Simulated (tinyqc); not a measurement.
Nanowire ballistic transistor, top-of-the-barrier model: transfer curve.

At the top of the source barrier, states moving towards the drain are filled by the source (Fermi level 0) and states moving back by the drain (Fermi level -q Vd); nothing scatters. U is the shift of the band edge there, set by the capacitances CG, CD and CS (the total) and by the charge. Parabolic one-dimensional subbands; the source is grounded.

N0 = gv sqrt(2 m kB T/pi)/hbar, CG = 2 pi eps0 eox/ln(1 + 2 tox/d), CS = CG/aG, n0 = n at U = 0 and Vd = 0. eta1 = -(E0 + U)/Vt, eta2 = eta1 - Vd/Vt, n = (N0/2)[F_(-1/2)(eta1) + F_(-1/2)(eta2)], F_(-1/2)(x) = (1/sqrt(pi)) int_0^infinity u^(-1/2)/(1 + exp(u - x)) du. Each F is summed over the two subbands, F(eta) + F(eta - dE/Vt), which share the mass. U = UL + q (n - n0)/CS with UL = -(aG Vg + aD Vd), energies in eV. I = gv (2 q^2/h) Vt [ln(1 + exp eta1) - ln(1 + exp eta2)], summed over both subbands. CQ = (q/Vt) dn/d(eta1).

Parameters, values chosen for the exercise; mass and valleys close to those of indium arsenide:
- T = 300 K (temperature)
- m = 0.0287 m0 (effective mass)
- gv = 1 (valley degeneracy)
- eox = 22 (relative permittivity of the gate insulator)
- tox = 1.6 nm (insulator thickness)
- d = 4 nm (wire diameter)
- dE = 0.11 eV (offset of a second subband (0: none))
- aG = 0.79 (gate control CG/CS)
- aD = 0.01 (drain control CD/CS)
- E0 = 0.27 eV (band edge at the barrier top above the source Fermi level at zero bias)
- Vd = 0.8 V (drain voltage)

Constants: q = 1.602176634e-19 C, kB = 1.380649e-23 J/K, hbar = 1.054571817e-34 J s, h = 6.62607015e-34 J s, m0 = 9.1093837015e-31 kg, Vt = kB T/q, eps0 = 8.8541878128e-14 F/cm where lengths are in cm. Results are converted to the units shown.

Transfer curve:
```
Vg (V)    eta1  n (cm^-1)    I (uA)  mean velocity I/(q n) (cm/s)     CQ/CS
0       -10.13      15.84  8.061e-5                       3.176e7  3.725e-6
0.12    -6.468      619.3  0.003152                       3.177e7  1.455e-4
0.25    -2.502    3.095e4    0.1600                       3.227e7  0.006891
0.38     1.363    4.889e5     3.294                       4.205e7   0.04581
0.5      4.842    1.289e6     11.77                       5.700e7   0.06538
0.62     8.309    2.139e6     24.80                       7.235e7   0.04675
0.75     12.13    2.780e6     40.07                       8.997e7   0.03420
0.88     15.98    3.289e6     55.51                       1.053e8   0.02853
1        19.55    3.697e6     69.81                       1.179e8   0.02527
```

The current rises from 8.06e-5 to 69.8 uA. Between the first two rows the swing is 75.4 mV a decade, against Vt ln 10/aG = 75.3. CQ/CS goes from 3.7e-6 to 0.025, so a volt on the gate moves the band edge by 0.79 eV in the first row and 0.77 eV in the last: the device stays near the quantum-capacitance limit. The mean velocity rises from 3.18e7 to 1.18e8 cm/s. For Vg = 0.75 to 1 V the source Fermi level lies over 0.3 eV above the band edge, where a light band is no longer parabolic.

Program tinyqc, `OMP_NUM_THREADS=1 python tinyqc.py 2400051 2400052 out.jsonl`; Intel Xeon 2.30GHz, shared host, one thread, about 0.08 s.
